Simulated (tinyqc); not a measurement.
Worked calculation: lattice vibrations of a chain. One step of it, computed by the program tinyqc.

Question. Dynamical matrix at q = 0.43. q is in units of 2 pi/a. A spring k from atom i to atom j, n cells on, adds k to Phi_ii and Phi_jj, -k exp(2 pi i q n) to Phi_ij and the conjugate to Phi_ji (for one atom a cell: 2k (1 - cos 2 pi q n)); D_ij = Phi_ij / sqrt(m_i m_j).

A chain moving along its axis:
```
atom,mass (u),spring to the next atom (eV/angstrom^2)
1,60.200000,2.400000
2,89.600000,13.800000
3,81.800000,2.800000
```

Give: D(q).

Answer.

D(q) (eV/(angstrom^2 u)):
```
,1,2,3
1,0.086,-0.033,0.036+0.017i
2,-0.033,0.181,-0.161
3,0.036-0.017i,-0.161,0.203
```
